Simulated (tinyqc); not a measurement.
# Threshold-voltage variability of a planar MOSFET, analytic estimates: what changes with what

Three independent sources add in quadrature: random dopants in the depleted layer, metal-gate grains of two orientations, and roughness of the two gate edges acting through the roll-off VT = VT(long) - Vr exp(-L/l). These are first-order estimates: no three-dimensional electrostatics, no percolation.

Parameters, values chosen for the exercise; material values those of a made-up semiconductor:

| symbol | value | unit | meaning |
|---|---|---|---|
| T | 325 | K | temperature |
| Eg | 1.32 | eV | band gap |
| eps_r | 14 |  | relative permittivity of the semiconductor |
| Nc | 3.38e19 | cm^-3 | conduction-band density of states at T |
| Nv | 3.56e19 | cm^-3 | valence-band density of states at T |
| Na | 6.4e17 | cm^-3 | channel doping |
| ti | 1.6 | nm | oxide-equivalent thickness in inversion |
| L | 16 | nm | gate length |
| W | 79 | nm | gate width |
| G | 15 | nm | metal grain size |
| dW | 0.2 | eV | work-function difference of the two grain orientations |
| p | 0.3 |  | share of the orientation of higher work function |
| De | 1.6 | nm | rms roughness of one gate edge |
| La | 30 | nm | correlation length of the roughness |
| l | 3.8 | nm | decay length of the threshold roll-off |
| Vr | 1.6 | V | prefactor of the roll-off |

Constants: q = 1.602176634e-19 C, kB = 1.380649e-23 J/K, Vt = kB T/q, eps0 = 8.8541878128e-14 F/cm where lengths are in cm. Results are converted to the units shown.

Each table varies one quantity; the others keep the values above.

## Effect of the gate width

ni = sqrt(Nc Nv) exp(-Eg/(2 Vt)), Eg in volts; Cox = 3.9 eps0/ti; Wd = sqrt(4 eps0 eps_r Vt ln(Na/ni)/(q Na)); dopants: s1 = (q/Cox) sqrt(Na Wd/(3 L W)). Grains: Ng = L W/G^2 (at least 1), s2 = dW sqrt(p (1 - p)/Ng). Edges, with exponential correlation and u = W/La: the mean gate length has sL^2 = 2 De^2 (2/u)[1 - (1 - exp(-u))/u]; s3 = sL (Vr/l) exp(-L/l). s = sqrt(s1^2 + s2^2 + s3^2). l and Vr are held fixed.

Effect of the gate width:

| W (nm) | s1 (mV) | s2 (mV) | s3 (mV) | s (mV) | s sqrt(L W) (mV um) |
|---|---|---|---|---|---|
| 26 | 38.145 | 67.404 | 12.359 | 78.429 | 1.5996 |
| 43 | 29.662 | 52.413 | 11.433 | 61.299 | 1.6079 |
| 70 | 23.248 | 41.079 | 10.247 | 48.301 | 1.6165 |
| 110 | 18.545 | 32.770 | 8.9467 | 38.702 | 1.6236 |
| 180 | 14.497 | 25.617 | 7.4528 | 30.364 | 1.6295 |
| 300 | 11.230 | 19.843 | 5.9979 | 23.576 | 1.6334 |
| 490 | 8.7868 | 15.526 | 4.7932 | 18.473 | 1.6357 |
| 790 | 6.9201 | 12.228 | 3.8214 | 14.561 | 1.6370 |

As W goes from 26 to 790 nm, s falls from 78.4 to 14.6 mV. The grains are the largest source in the first and the last row. The product s sqrt(L W) rises from 1.60 to 1.64 mV um: s1 and s2 go as 1/sqrt(L W), so the change comes from s3 alone. For W = 26 to 43 nm the gate holds under four grains, so the work function takes a few discrete values. In every row the depletion depth exceeds L, so source and drain share much of the charge and s1 is rough.

## Effect of the oxide-equivalent thickness in inversion

Same model as above.

l and Vr are held fixed.

The same in every row: s2 (mV) = 38.67; s3 (mV) = 9.914.

Effect of the oxide-equivalent thickness in inversion:

| ti (nm) | s1 (mV) | s (mV) | s sqrt(L W) (mV um) |
|---|---|---|---|
| 0.8 | 10.94 | 41.39 | 1.472 |
| 1.2 | 16.41 | 43.16 | 1.535 |
| 1.6 | 21.88 | 45.52 | 1.619 |
| 2 | 27.35 | 48.39 | 1.720 |
| 2.4 | 32.83 | 51.68 | 1.837 |
| 2.8 | 38.30 | 55.32 | 1.967 |
| 3.2 | 43.77 | 59.24 | 2.106 |

Read the table: what changes, and by how much?

As ti goes from 0.8 to 3.2 nm, s rises from 41.4 to 59.2 mV. The largest source is the grains in the first row and the dopants in the last. s1 goes on average as ti^(1.00). In every row the depletion depth exceeds L, so source and drain share much of the charge and s1 is rough.

## Effect of the gate length

Same model as above.

l and Vr are held fixed.

Effect of the gate length:

| L (nm) | s1 (mV) | s2 (mV) | s3 (mV) | s (mV) | s sqrt(L W) (mV um) |
|---|---|---|---|---|---|
| 9.6 | 28.251 | 49.921 | 53.419 | 78.383 | 2.1586 |
| 12 | 25.269 | 44.651 | 28.406 | 58.644 | 1.8056 |
| 14 | 23.394 | 41.338 | 16.782 | 50.376 | 1.6753 |
| 17 | 21.230 | 37.514 | 7.6202 | 43.773 | 1.6041 |
| 20 | 19.573 | 34.586 | 3.4602 | 39.891 | 1.5856 |
| 24 | 17.868 | 31.573 | 1.2077 | 36.298 | 1.5805 |
| 29 | 16.255 | 28.722 | 0.32398 | 33.004 | 1.5797 |
| 35 | 14.796 | 26.145 | 0.066801 | 30.041 | 1.5797 |

Read the table: what changes, and by how much?

As L goes from 9.6 to 35 nm, s falls from 78.4 to 30.0 mV. The largest source is the edges in the first row and the grains in the last. The product s sqrt(L W) falls from 2.16 to 1.58 mV um: s1 and s2 go as 1/sqrt(L W), so the change comes from s3 alone. At L = 9.6 nm the gate holds under four grains, so the work function takes a few discrete values. In every row the depletion depth exceeds L, so source and drain share much of the charge and s1 is rough.

tinyqc, about 0.01 s, one thread, Intel Xeon 2.30GHz (shared host): `OMP_NUM_THREADS=1 python tinyqc.py 2090064 2090065 out.jsonl`
